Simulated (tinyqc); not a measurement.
# Gate sheet resistance from two finger widths

Problem. At low frequency R = Rsh Wf/(3 L) + B/Wf, where B collects the channel and vertical terms. Find Rsh, B and the width of lowest R.

Inputs (values chosen for the exercise):
```
symbol  value  unit         meaning
L        0.26    um  channel length
```

input resistance of single fingers, contacted at one end, of width 1.3 and 6.3 um (ohm): [113.58974, 193.56532]

Solution. R Wf is a straight line in Wf^2; the minimum of R lies where both terms are equal.

Rsh = 22.00 ohm/square
B = 100.0 ohm um
width of lowest R = 1.883 um

Computed by the program tinyqc: `OMP_NUM_THREADS=1 python tinyqc.py 2262087 2262088 out.jsonl`, one thread of a shared Intel Xeon 2.30GHz, about 0.01 s for the whole run.
